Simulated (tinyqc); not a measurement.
Resistance of a tapered via with liner, size effect and interface: two steps of the calculation.

A round via whose diameter grows from db at the bottom as D(z) = db + 2 z/tan(ang). The fill, of diameter D - 2 tl, starts above the bottom liner (thickness fb tl) and has rho = rho0 (1 + ks lam/(D - 2 tl)); the sidewall liner conducts in parallel with it. The bottom liner and the interface are crossed over the full area pi db^2/4. Spreading in the lines above and below is left out.

Parameters, values chosen for the exercise; fill metal close to copper: diameter at the bottom db = 28 nm; height hv = 110 nm; sidewall angle ang = 88 degrees; bulk resistivity of the fill rho0 = 1.64 uohm cm; mean free path of the fill lam = 40.6 nm; size-effect factor ks = 1.2; liner on the sidewall tl = 2.1 nm; liner at the bottom over that on the sidewall fb = 0.7; resistivity of the liner rl = 210 uohm cm; interface resistivity at the bottom ri = 5.3e-13 ohm cm^2; ballistic conductance per area, about 3/(4 rho0 lam) Sb = 1.1e15 S/m^2.

Question 1. Slices of the via. Slices between z0 = fb tl and hv, evaluated at their midpoints: conductance per length pi/4 [(D - 2 tl)^2/rho + (D^2 - (D - 2 tl)^2)/rl], slice resistance = slice height over that. 8 slices.

Give: z; D; rho; slice resistance.

Answer 1.

```
slice  z (nm)  D (nm)  rho (uohm cm)  slice resistance (ohm)
0       8.253   28.58          4.918                   1.417
1       21.82   29.52          4.795                   1.281
2       35.39   30.47          4.681                   1.163
3       48.95   31.42          4.575                   1.059
4       62.52   32.37          4.477                  0.9681
5       76.08   33.31          4.384                  0.8877
6       89.65   34.26          4.298                  0.8165
7       103.2   35.21          4.217                  0.7531
```

Question 2. Total resistance. R_fill = sum of the slices; R_bottom = rl fb tl/(pi db^2/4); R_interface = ri/(pi db^2/4); ballistic (Sharvin) limit 1/(Sb pi (db - 2 tl)^2/4); ideal cylinder rho0 hv/(pi db^2/4).

slice resistance, slice 0 to 7 (ohm): [1.4171328, 1.2810430, 1.1626420, 1.0590911, 0.96808612, 0.88774366, 0.81651308, 0.75310968]

Give: parts; R; shares; ballistic limit; ideal cylinder.

Answer 2.

parts (ohm): fill 8.345, bottom liner 5.013, interface 0.08607
R = 13.44 ohm
shares (%): fill 62.07, bottom liner 37.29, interface 0.64
ballistic limit = 2.043 ohm
ideal cylinder = 2.930 ohm

The fill is the largest part, and R is 4.59 times the ideal cylinder. With 2000 slices R = 13.449 ohm.

Computed by the program tinyqc: `OMP_NUM_THREADS=1 python tinyqc.py 2750052 2750053 out.jsonl`, one thread of a shared Intel Xeon 2.30GHz, about 0.01 s for the whole run.
